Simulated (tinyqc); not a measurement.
## CMOS inverter, nodal equation and switching: effect of the temperature

An n-channel pull-down (bn, VTn) and a p-channel pull-up (bp, VTp) share the input Vin and the output node Vout, which carries the load C. Transistor (EKV form, voltages against the body): I = 2 n b Vt^2 [F(vp - Vs) - F(vp - Vd)] from drain to source, F(v) = ln^2(1 + exp(v/(2 Vt))), vp = (Vg - VT + sg |Vd - Vs|)/n. n-channel bodies are at 0; for the p-channel device all voltages are counted down from Vdd. b in uA/V^2 gives I in uA. Static: In = Ip. Transient: C dVout/dt = Ip - In. No velocity saturation, no gate capacitance beyond C.

VM solves In = Ip with Vin = Vout; VIL and VIH are the inputs of gain -1, NML = VIL - Vout(VIH), NMH = Vout(VIL) - VIH. For a step input the delay to Vdd/2 is tHL = C times the integral of dV/(In - Ip) from Vdd/2 to Vdd at Vin = Vdd, and tLH likewise with Ip - In from 0 to Vdd/2 at Vin = 0. Thresholds, gain factors and n are held fixed.

Values chosen for this exercise: supply voltage Vdd = 0.5 V; slope factor n = 1.43; drain-induced barrier lowering sg = 0.119; n-channel threshold VTn = 0.37 V; p-channel threshold (magnitude) VTp = 0.37 V; gain factor of the pull-down transistor bn = 750 uA/V^2; gain factor of the pull-up transistor bp = 220 uA/V^2; load capacitance C = 1.8 fF.

Constants: q = 1.602176634e-19 C, kB = 1.380649e-23 J/K, Vt = kB T/q. Results are converted to the units shown.

Result of one run:
```
T (K)  VM (V)  gain at VM  NML (V)  NMH (V)  tHL (ps)  tLH (ps)
250    0.2313      -8.402   0.1730   0.2147     54.39     185.4
```

What becomes of these results when the temperature T is changed from 250 to 430 K, all else the same?

Result of the changed run:
```
T (K)  VM (V)  gain at VM  NML (V)  NMH (V)  tHL (ps)  tLH (ps)
430    0.2155      -8.138   0.1330   0.2098     46.17     157.6
```

The whole series:
```
T (K)  VM (V)  gain at VM  NML (V)  NMH (V)  tHL (ps)  tLH (ps)
220    0.2338      -8.403   0.1794   0.2155     55.28     188.4
250    0.2313      -8.402   0.1730   0.2147     54.39     185.4
280    0.2287      -8.397   0.1666   0.2139     53.31     181.7
310    0.2261      -8.386   0.1600   0.2131     52.06     177.5
340    0.2235      -8.361   0.1533   0.2123     50.69     172.8
370    0.2208      -8.317   0.1466   0.2115     49.23     167.9
400    0.2182      -8.245   0.1398   0.2107     47.71     162.7
430    0.2155      -8.138   0.1330   0.2098     46.17     157.6
```

As T goes from 220 to 430 K, VM falls from 0.234 to 0.216 V, the size of the gain falls from 8.40 to 8.14, tHL falls from 55.3 to 46.2 ps and tLH falls from 188 to 158 ps. The smaller margin is largest, 0.179 V, at T = 220 K among the rows.

tinyqc, about 0.03 s, one thread, Intel Xeon 2.30GHz (shared host): `OMP_NUM_THREADS=1 python tinyqc.py 2340097 2340098 out.jsonl`
